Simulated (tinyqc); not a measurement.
# Octagonal on-chip spiral inductor, lumped pi model: what changes with what

Outer diameter do = di + 2 n wd + 2 (n - 1) sp, mean da = (do + di)/2, fill p = (do - di)/(do + di), length l = 3.314 n da. L = 2.25 mu0 n^2 da/(1 + 3.55 p), mu0 = 4 pi 1e-7 H/m. Rs = rho l/(wd delta (1 - exp(-th/delta))), delta = sqrt(rho/(pi f mu0)). Cs = n wd^2 eps0 eo/hu across the coil. At each end Cox = l wd eps0 eo/(2 ho) leads to the substrate branch Rsi = 2 rs he/(l wd) in parallel with Csi = l wd eps0 11.7/(2 he). With one end grounded Y = 1/(Rs + i w L) + i w Cs + 1/[1/(i w Cox) + 1/(1/Rsi + i w Csi)], w = 2 pi f; Q = -Im Y/Re Y. Eddy currents in neighbouring turns and in the substrate are left out.

Parameters, values chosen for the exercise; values of the order met in silicon radio-frequency processes:
- n = 6.5 (number of turns)
- wd = 10 um (line width)
- sp = 3 um (space between turns)
- di = 140 um (inner diameter)
- th = 0.9 um (metal thickness)
- rho = 3 uohm cm (metal resistivity)
- ho = 7.8 um (oxide below the coil)
- hu = 1.1 um (oxide between coil and underpass)
- eo = 4.1 (relative permittivity of the oxide)
- rs = 1000 ohm cm (substrate resistivity)
- he = 50 um (effective spreading depth in the substrate)
- f = 0.99 GHz (frequency)

Constants: eps0 = 8.8541878128e-12 F/m. Results are converted to the units shown.

Each table varies one quantity; the others keep the values above.

## Quality factor against frequency

Apparent inductance Im(1/Y)/w; share of the loss Re(substrate branch)/Re Y.

Result of one run:
```
f (GHz)  Rs (ohm)  w L/Rs      Q  apparent inductance (nH)  loss in the substrate (%)
5.3         22.62   16.89  4.257                     37.71                      12.89
```

What becomes of these results when the frequency f is changed from 5.3 to 0.1 GHz, all else the same?

Result of the changed run:
```
f (GHz)  Rs (ohm)  w L/Rs       Q  apparent inductance (nH)  loss in the substrate (%)
0.1         16.74  0.4307  0.4296                     11.45                    0.03703
```

The whole series:
```
f (GHz)  Rs (ohm)  w L/Rs       Q  apparent inductance (nH)  loss in the substrate (%)
0.1         16.74  0.4307  0.4296                     11.45                    0.03703
0.17        17.00  0.7209  0.7189                     11.46                    0.05474
0.28        17.32   1.166   1.160                     11.47                    0.09064
0.46        17.73   1.870   1.854                     11.51                     0.1800
0.75        18.26   2.961   2.902                     11.61                     0.4042
1.2         18.92   4.573   4.357                     11.87                     0.9366
2           19.86   7.261   6.359                     12.72                      2.378
3.3         21.08   11.28   7.686                     15.72                      5.820
5.3         22.62   16.89   4.257                     37.71                      12.89
```

Q goes from 0.430 through a maximum of 7.69 (at f = 3.3 GHz among the rows listed) to 4.26; the exact peak is 7.69 at 3.30 GHz and Q reaches zero at the self-resonance, 6.29 GHz. The share of the substrate rises from 0.0370 to 12.9 %, and the apparent inductance ends at 3.29 times L. At the peak the substrate takes 5.81 % of the loss. For f = 5.3 the coil is longer than 0.15 of a wavelength in the oxide, where one lumped section is rough.

## Effect of the substrate resistivity

Same model as above.

Peak Q and its frequency from a search over f; self-resonance where Im Y = 0; Q at the given f (negative beyond resonance).

The same in every row: L (nH) = 11.47; do (um) = 303.0.

Effect of the substrate resistivity:
```
rs (ohm cm)  peak Q  f of the peak (GHz)  self-resonance (GHz)  Q at f
0.1           5.539                2.234                 4.071   3.590
1             5.269                2.081                 4.080   3.580
3             4.897                1.888                 4.150   3.560
10            4.346                1.645                 4.861   3.499
30            4.164                1.709                 6.028   3.416
100           5.435                2.494                 6.266   3.514
1000          7.686                3.298                 6.290   3.705
10000         8.127                3.437                 6.290   3.728
```

Read the table: what changes, and by how much?

As rs goes from 0.1 to 10000, L stays at 11.5 nH, the peak Q goes from 5.54 through a minimum of 4.16 (at rs = 30 among the rows listed) to 8.13, its frequency goes from 2.23 through a minimum of 1.65 (at rs = 10 among the rows listed) to 3.44 GHz and the self-resonance rises from 4.07 to 6.29 GHz. In this model both a very low and a very high resistivity dissipate little: the first shorts the branch to a pure Cox, the second blocks the current. For rs = 0.1, 1 eddy currents in the substrate, left out, would lower Q markedly.

Numbers from tinyqc (`OMP_NUM_THREADS=1 python tinyqc.py 2302132 2302133 out.jsonl`; about 0.01 s on one thread of a shared Intel Xeon 2.30GHz).
